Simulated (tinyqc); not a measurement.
Worked calculation: bound state in one dimension: Numerov shooting, finite differences, DVR. Computed by tinyqc, a small Python program that keeps every step. Settings: points = 64. Command: `OMP_NUM_THREADS=1 python tinyqc.py 27567 27568 out.jsonl` (the two numbers bound the seeds that draw the settings). One thread of a shared host (Intel(R) Xeon(R) Processor @ 2.60GHz), about 0.01 s of CPU time with the checks.

## Numerov steps at E = 0.1

One particle of mass 1 in V = 0.87^2 x^2/2 + 0.24 x^4 (atomic units), psi = 0 at both ends:
```
parameter,value
left end,-4.500000
right end,4.500000
intervals,64
h,0.140625
state sought (nodes),2
```

k_i = 2 m (E - V_i); (1 + h^2 k_(i+1)/12) y_(i+1) = 2 (1 - 5 h^2 k_i/12) y_i - (1 + h^2 k_(i-1)/12) y_(i-1), from y_0 = 0, y_1 = 0.001.

Points along the way:
```
i,x,V,k,y
0,-4.500000,106.078613,-211.957225,0.000000
1,-4.359375,93.869976,-187.539953,0.001000
2,-4.218750,82.758842,-165.317684,0.006997
3,-4.078125,72.676506,-145.153012,0.042540
4,-3.937500,63.556519,-126.913039,0.229810
5,-3.796875,55.334684,-110.469369,1.109959
21,-1.546875,2.279707,-4.359414,952355.208580
22,-1.406250,1.686958,-3.173916,1334596.414000
23,-1.265625,1.221992,-2.243984,1800141.742000
24,-1.125000,0.863409,-1.526819,2345136.991800
25,-0.984375,0.592064,-0.984127,2960597.043300
26,-0.843750,0.391061,-0.582122,3633458.074600
```

## Bisection on the node count

With more sign changes than the state has nodes (the last point included) the energy is too high, else too low; the bracket starts as 0.1 to 12.

Trials:
```
trial,E,sign changes,y at the right end,next
1,6.05000000,4,1.22e+12,lower
2,3.07500000,2,3.76e+13,raise
3,4.56250000,3,-6.89e+12,lower
4,3.81875000,3,-1.06e+13,lower
5,3.44687500,2,2.71e+12,raise
6,3.63281250,3,-6.18e+12,lower
7,3.53984375,3,-2.37e+12,lower
8,3.49335937,2,3.20e+09,raise
9,3.51660156,3,-1.22e+12,lower
10,3.50498047,3,-6.20e+11,lower
11,3.49916992,3,-3.11e+11,lower
12,3.49626465,3,-1.55e+11,lower
13,3.49481201,3,-7.58e+10,lower
14,3.49408569,3,-3.63e+10,lower
...,...,...,...,...
29,3.49341814,2,5.45e+05,raise
30,3.49341815,3,-5.88e+04,lower
31,3.49341814,2,2.43e+05,raise
```

eigenvalue = 3.49341814 hartree

## The same grid by other methods

Three-point finite differences and the sine-DVR kinetic matrix of Colbert and Miller on the same points.

Lowest levels (hartree):
```
state,finite differences,DVR
0,0.571657,0.572702
1,1.885827,1.892630
2,3.471847,3.493576
3,5.235399,5.284602
4,7.137051,7.229206
```
